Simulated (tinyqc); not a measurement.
Worked calculation: bond unit of a tetrahedral oxide and its oxygen vacancy in tight binding. Values are carried at full precision from step to step, so a last printed digit may differ when a step is redone from the rounded ones.

Two sp3 hybrids h1, h2 at eh = (es + 3 ep)/4 point at one oxygen with orbitals s, px, py, pz; x joins the two cations, z bisects the angle phi, and th = (180 - phi)/2. With u = hbar^2/(m d^2) = 2c/d^2, c = hbar^2/2m0: Vhs = -(1.32 + sqrt3 x 1.42) u/2 and Vhp = (1.42 + sqrt3 x 2.22) u/2. <h|s> = Vhs for both; <h1|px> = Vhp cos(th), <h2|px> = -Vhp cos(th); <h|pz> = Vhp sin(th) for both; py is a lone pair. The unit holds 8 electrons. Coupling between units, which widens the levels into bands, is left out.

Constants: hbar^2/2m0 = 3.80998211 eV angstrom^2.

Parameters, chosen for this exercise (near tabulated values for SiO2; the results hold for these values, not for the real material):
- es = -14.6 eV (s level of the cation)
- ep = -7.44 eV (p level of the cation)
- eos = -34.08 eV (s level of oxygen)
- eop = -16.57 eV (p level of oxygen)
- d = 1.61 angstrom (cation-oxygen distance)
- phi = 158 degrees (bond angle at oxygen)
- R = 2.65 angstrom (cation-cation distance across the vacancy)

## Level and couplings

Form eh, u, Vhs, Vhp and th.

eh (hybrid level) = -9.2300 eV
u = 2.9397 eV

Vhs, Vhp (eV): [-5.5553, 7.7390]

th = 11.0 degrees

## The matrix

Fill it in.

H (eV), rows h1, h2, s, px, py, pz and columns alike:
$$\begin{pmatrix}
-9.2300 & 0 & -5.5553 & 7.5968 & 0 & 1.4767 \\
0 & -9.2300 & -5.5553 & -7.5968 & 0 & 1.4767 \\
-5.5553 & -5.5553 & -34.0800 & 0 & 0 & 0 \\
7.5968 & -7.5968 & 0 & -16.5700 & 0 & 0 \\
0 & 0 & 0 & 0 & -16.5700 & 0 \\
1.4767 & 1.4767 & 0 & 0 & 0 & -16.5700
\end{pmatrix}$$

## Levels, weights and charge

Diagonalise; the four lowest levels are filled. The excess of electrons on oxygen is twice the oxygen weight of the filled levels less 6.

levels (eV): [-36.3726, -24.2530, -16.9549, -16.5700, -6.5524, -1.5470]

weights, rows h1, h2, s, px, py, pz; columns level 1, level 2, level 3, level 4, level 5, level 6:
$$\begin{pmatrix}
0.039 & 0.169 & 0.016 & 0.000 & 0.444 & 0.331 \\
0.039 & 0.169 & 0.016 & 0.000 & 0.444 & 0.331 \\
0.921 & 0.000 & 0.007 & 0.000 & 0.072 & 0.000 \\
0.000 & 0.662 & 0.000 & 0.000 & 0.000 & 0.338 \\
0.000 & 0.000 & 0.000 & 1.000 & 0.000 & 0.000 \\
0.001 & 0.000 & 0.960 & 0.000 & 0.039 & 0.000
\end{pmatrix}$$

highest filled to lowest empty = 10.0176 eV
excess electrons on oxygen = 1.101

The highest filled level is the py orbital of oxygen (100 %) and the lowest empty one is 89 % cation hybrid, even under exchange of the two cations. The spacing is that of an isolated unit and exceeds the gap of the solid.

## The odd block in closed form

The combination (h1 - h2)/sqrt2 couples to px alone, with W2 = sqrt2 Vhp cos(th); W3 = (eh - eop)/2; levels (eh + eop)/2 -/+ sqrt(W2^2 + W3^2); polarity W3/sqrt(W2^2 + W3^2).

W2, W3 (eV): [10.7434, 3.6700]

levels of the odd block (eV): [-24.2530, -1.5470]

polarity = 0.3233

## The neutral oxygen vacancy

Without the oxygen the two hybrids face each other at distance R and couple by -V2, V2 = 3.22 x 2c/R^2, c = hbar^2/2m0: a bond at eh - V2 with two electrons and an antibond at eh + V2. Levels are measured from eop, the lone-pair level that stands for the top of the valence band.

Form V2 and the two levels above eop. R is a chosen distance; in real silica the neutral vacancy relaxes to about 2.5 angstrom.

V2 = 3.4940 eV

levels above eop (eV): bond 3.8460, lone hybrid 7.3400, antibond 10.8340

bond-antibond splitting = 6.9879 eV

The filled bond lies 3.85 eV above the lone pairs, so it can trap a hole; the antibond lies above the lowest empty level of the intact unit (10.02 eV). A lone hybrid, as in a dangling bond, sits at 7.34 eV.

## Checks

- Levels of the odd block against the full matrix: they agree to 1e-10 or better.

(tinyqc, `OMP_NUM_THREADS=1 python tinyqc.py 1450387 1450388 out.jsonl`, Intel(R) Xeon(R) Processor @ 2.30GHz, 1 thread, shared host, about 0.01 s.)
